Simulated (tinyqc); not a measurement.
Cluster expansion of a binary alloy: correlations, fit, cross-validation and ground states: one step, computed by the program tinyqc.

s = +1 for A and -1 for B. Energy per site E = J0 + J1 P(point) + sum over clusters of m V P, with P the mean product of spins; V > 0 on a pair favours unlike neighbours. Clusters per site m: pair 1 6, pair 2 3, pair 3 12, triplet 8; the triplet is the triangle of first neighbours. Formation energies are counted from the line between pure A and pure B, which removes J0 and J1.

Problem. Normal equations for V1, V2, Vt. Leave out pair 3: A = X^T X and b = X^T E (E being the data with noise) over these three columns; solve A V = b. The root-mean-square error runs over the structures between the pure ends.

Lattice: fcc.

X:
```
,pair 1,pair 2,pair 3,triplet
A,0.00000,0.00000,0.00000,0.00000
A3B L1_2,-6.00000,0.00000,-12.00000,-8.00000
A3B D0_22,-6.00000,-1.00000,-8.00000,-8.00000
A3B (001) layers,-4.00000,-1.00000,-12.00000,0.00000
A2B (001) layers,-5.33333,-1.33333,-16.00000,0.00000
AB L1_0,-8.00000,0.00000,-16.00000,0.00000
AB L1_1,-6.00000,-6.00000,-12.00000,0.00000
A2B2 (001) layers,-4.00000,-2.00000,-16.00000,0.00000
AB2 (001) layers,-5.33333,-1.33333,-16.00000,0.00000
AB3 L1_2,-6.00000,0.00000,-12.00000,8.00000
AB3 D0_22,-6.00000,-1.00000,-8.00000,8.00000
AB3 (001) layers,-4.00000,-1.00000,-12.00000,0.00000
B,0.00000,0.00000,0.00000,0.00000
```

data (meV/site): A 0.00000, A3B L1_2 -45.66787, A3B D0_22 -46.50298, A3B (001) layers -22.76787, A2B (001) layers -31.39352, AB L1_0 -48.96402, AB L1_1 -34.46755, A2B2 (001) layers -23.19509, AB2 (001) layers -32.52313, AB3 L1_2 -25.74188, AB3 D0_22 -26.73745, AB3 (001) layers -23.95002, B 0.00000

Give: matrix A; b; fitted V1, V2, Vt; root-mean-square error of the three-cluster fit.

Solution.

matrix A:
```
,V1,V2,Vt
V1,348.9,78.2,0.0
V2,78.2,47.6,0.0
Vt,0.0,0.0,256.0
```

b (meV): [2087, 458, 318]

fitted V1, V2, Vt (meV): [6.053, -0.317, 1.240]

root-mean-square error of the three-cluster fit = 0.5952 meV/site
